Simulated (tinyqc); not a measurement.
Current crowding under a contact, resistor ladder against the transmission-line model: effect of the contact resistivity.

A metal contact of length d and width W on a thin layer of the same width. The metal has no resistance, the sheet resistance under it equals Rsh, and current enters the layer at the front edge x = 0.

Transfer length Lt = sqrt(rc/Rsh); front resistance Rc = (Rsh Lt/W) coth(d/Lt); end resistance Re = (Rsh Lt/W)/sinh(d/Lt).

Values chosen for this exercise:

| symbol | value | unit | meaning |
|---|---|---|---|
| Rsh | 110 | ohm/sq | sheet resistance of the semiconductor layer |
| d | 1.6 | um | contact length |
| W | 390 | um | contact width |

Effect of the contact resistivity:
```
rc (ohm cm^2)  Lt (um)     d/Lt  Rc W (ohm um)
3.1e-7          0.5309    3.014          58.68
7.9e-7          0.8475    1.888          97.59
2e-6             1.348    1.187          178.8
5.2e-6           2.174   0.7359          381.7
1.3e-5           3.438   0.4654          870.3
3.4e-5           5.560   0.2878           2183
8.6e-5           8.842   0.1810           5434
0.00022          14.14   0.1131        1.381e4
0.00056          22.56  0.07091        3.506e4
```

What does the comparison show?

Rc W rises from 58.7 to 35100 ohm um, as rc^(0.54) between the first two rows (d/Lt = 3.0) and rc^(1.00) between the last two (d/Lt = 0.071); a long contact gives the power 1/2 and a short one 1.

Computed by the program tinyqc: `OMP_NUM_THREADS=1 python tinyqc.py 2760070 2760071 out.jsonl`, one thread of a shared Intel Xeon 2.30GHz, about 0.01 s for the whole run.
